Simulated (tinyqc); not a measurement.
Length of a polyene: Hueckel, PPP and singles CI along the polyenes. Computed by the program tinyqc. Hueckel uses the same beta without repulsion; CIS keeps all single excitations and so misses the low, doubly excited 2Ag state. W is the valence ionisation energy of a centre, MN the Mataga-Nishimoto formula, f the oscillator strength.

All-trans chains of carbon centres 1.40 angstrom apart:
```
parameter,value
"beta (eV), times 1 +/- alternation",-2.550000
alternation,0.050000
W (eV),11.160000
gamma_rr (eV),11.480000
repulsion formula,Ohno
```

Gaps and excitations (eV):
```
centres,Hueckel gap,PPP orbital gap,bright singlet (CIS),f,lowest triplet (CIS)
2,5.355,13.016,7.265,0.623,3.445
4,3.455,10.254,5.627,1.157,2.379
6,2.589,8.855,4.678,1.619,1.873
8,2.099,8.022,4.071,2.031,1.598
10,1.785,7.476,3.655,2.402,1.432
12,1.568,7.098,3.357,2.744,1.325
14,1.408,6.823,3.136,3.067,1.253
```

What does the comparison show, and why?

The Hueckel gap tends to 4 x alternation x |beta| = 0.51 eV for long chains. Exchange opens the PPP orbital gap, and the attraction of electron and hole brings the bright state 3.69 eV below it at 14 centres; the triplet lies 1.88 eV lower still.
